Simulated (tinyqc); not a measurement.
Deformation-potential model of the Delta valleys of a conduction band: one step. Strain from a biaxial (001) stress. Two cases, with inputs chosen for the exercise.

Question. Form the compliances and the strain.

s11 = (C11 + C12)/((C11 - C12)(C11 + 2 C12)), s12 = -C12/((C11 - C12)(C11 + 2 C12)), s44 = 1/C44; exx = s11 sxx + s12 (syy + szz) and cyclic, exy = s44 sxy/2; tension is positive. A uniaxial stress X along the unit vector n is s_ij = X n_i n_j. Biaxial (001) means sxx = syy = X.

Case 1.

Values chosen (near those of Si; not measured data): C11 = 166.6 GPa; C12 = 63.5 GPa; C44 = 80.1 GPa; load = biaxial (001) (kind of stress); X = -1.22 GPa (stress).

Case 2.

Values chosen (near those of Si; not measured data): C11 = 159.6 GPa; C12 = 62.7 GPa; C44 = 83.5 GPa; load = biaxial (001) (kind of stress); X = 1.86 GPa (stress).

Give: s11, s12, s44; strain tensor.

Answer.

Case 1.

s11, s12, s44 (1/TPa): 7.6015  -2.0978  12.4844

strain tensor:
```
           x          y         z
x  -0.006715   0.000000  0.000000
y   0.000000  -0.006715  0.000000
z   0.000000   0.000000  0.005119
```

Case 2.

s11, s12, s44 (1/TPa): 8.0495  -2.2704  11.9760

strain tensor:
```
          x         y          z
x  0.010749  0.000000   0.000000
y  0.000000  0.010749   0.000000
z  0.000000  0.000000  -0.008446
```

Computed by tinyqc, one run a case: `OMP_NUM_THREADS=1 python tinyqc.py N N+1 out.jsonl` with N = 1050778, 1080173; one thread of a shared Intel(R) Xeon(R) Processor @ 2.30GHz, about 0.04 s a run at most.
